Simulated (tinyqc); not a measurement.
Worked calculation: geometry optimisation on the unrestricted PBE/6-31g surface (energies and gradients from PySCF), for H2+, spin multiplicity 2. One step of it, computed by the program tinyqc.

Question. Step 2: move. Steepest descent, p = -g / 0.15; steps longer than 0.3 bohr are cut back (factor 0.534 here).

positions after step 1 (bohr), order 1H, 2H:
```
[[0.000000, 0.000000, -0.212132],
 [0.000000, 0.000000, 1.451792]]
```

gradient (hartree/bohr), order 1H, 2H:
```
[[0.00000000, 0.00000000, 0.05959653],
 [0.00000000, 0.00000000, -0.05959653]]
```

Give: positions after step 2.

Answer.

positions after step 2 (bohr), order 1H, 2H:
```
[[0.0000, 0.0000, -0.4243],
 [0.0000, 0.0000, 1.6639]]
```
